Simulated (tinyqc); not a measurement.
Averaged masses of warped heavy- and light-hole bands: one step. Masses along six directions. Five cases, with inputs chosen for the exercise.

Problem. Give s and both masses.

Four-band hole energies E = c k^2 f(u), c = hbar^2/2m0, f = g1 -/+ 2 sqrt(g2^2 + 3 (g3^2 - g2^2) s), s = ux^2 uy^2 + uy^2 uz^2 + uz^2 ux^2 for the unit vector u; minus for heavy, plus for light holes; the mass along u is 1/f.

Give: Masses (m0).

Case 1.

Values chosen (out of a larger set: near those of GaP; not measured data): g1 = 4.04 (Luttinger gamma1); g2 = 0.49 (gamma2); g3 = 1.25 (gamma3).

Solution.

Masses (m0):
```
direction        s   heavy   light
[100]      0.00000  0.3268  0.1992
[110]      0.25000  0.5494  0.1597
[111]      0.33333  0.6494  0.1529
[210]      0.16000  0.4610  0.1692
[311]      0.15702  0.4583  0.1695
[411]      0.10185  0.4107  0.1771
```

The heavy mass grows by a factor of 1.99 from [100] to [111] while the light one shrinks by 23 %; 1/m_heavy + 1/m_light = 2 g1 in every direction.

Case 2.

Values chosen (out of a larger set: near those of GaP; not measured data): g1 = 4.06 (Luttinger gamma1); g2 = 0.49 (gamma2); g3 = 1.27 (gamma3).

Solution.

Masses (m0):
```
direction        s   heavy   light
[100]      0.00000  0.3247  0.1984
[110]      0.25000  0.5536  0.1584
[111]      0.33333  0.6579  0.1515
[210]      0.16000  0.4622  0.1679
[311]      0.15702  0.4594  0.1683
[331]      0.27424  0.5816  0.1562
```

The heavy mass grows by a factor of 2.03 from [100] to [111] while the light one shrinks by 24 %; 1/m_heavy + 1/m_light = 2 g1 in every direction.

Case 3.

Values chosen (out of a larger set: near those of InAs; not measured data): g1 = 19.94 (Luttinger gamma1); g2 = 8.51 (gamma2); g3 = 9.17 (gamma3).

Solution.

Masses (m0):
```
direction        s   heavy   light
[100]      0.00000  0.3425  0.0271
[110]      0.25000  0.5206  0.0263
[111]      0.33333  0.6250  0.0261
[310]      0.09000  0.3916  0.0268
[221]      0.29630  0.5741  0.0262
[331]      0.27424  0.5473  0.0263
```

The heavy mass grows by a factor of 1.82 from [100] to [111] while the light one shrinks by 3 %; 1/m_heavy + 1/m_light = 2 g1 in every direction.

Case 4.

Values chosen (out of a larger set: near those of InSb; not measured data): g1 = 34.97 (Luttinger gamma1); g2 = 15.61 (gamma2); g3 = 16.39 (gamma3).

Solution.

Masses (m0):
```
direction        s   heavy   light
[100]      0.00000  0.2667  0.0151
[110]      0.25000  0.3887  0.0148
[111]      0.33333  0.4566  0.0148
[210]      0.16000  0.3343  0.0149
[211]      0.25000  0.3887  0.0148
[411]      0.10185  0.3063  0.0150
```

The heavy mass grows by a factor of 1.71 from [100] to [111] while the light one shrinks by 2 %; 1/m_heavy + 1/m_light = 2 g1 in every direction.

Case 5.

Values chosen (out of a larger set: near those of Si; not measured data): g1 = 4.29 (Luttinger gamma1); g2 = 0.34 (gamma2); g3 = 1.44 (gamma3).

Solution.

Masses (m0):
```
direction        s   heavy   light
[100]      0.00000  0.2770  0.2012
[110]      0.25000  0.5641  0.1469
[111]      0.33333  0.7092  0.1395
[310]      0.09000  0.3725  0.1696
[221]      0.29630  0.6389  0.1426
[321]      0.25000  0.5641  0.1469
```

The heavy mass grows by a factor of 2.56 from [100] to [111] while the light one shrinks by 31 %; 1/m_heavy + 1/m_light = 2 g1 in every direction.

Computed by tinyqc, one run a case: `OMP_NUM_THREADS=1 python tinyqc.py N N+1 out.jsonl` with N = 1050112, 1050114, 1050131, 1050348, 1050412; one thread of a shared Intel(R) Xeon(R) Processor @ 2.30GHz, about 0.02 s a run at most.
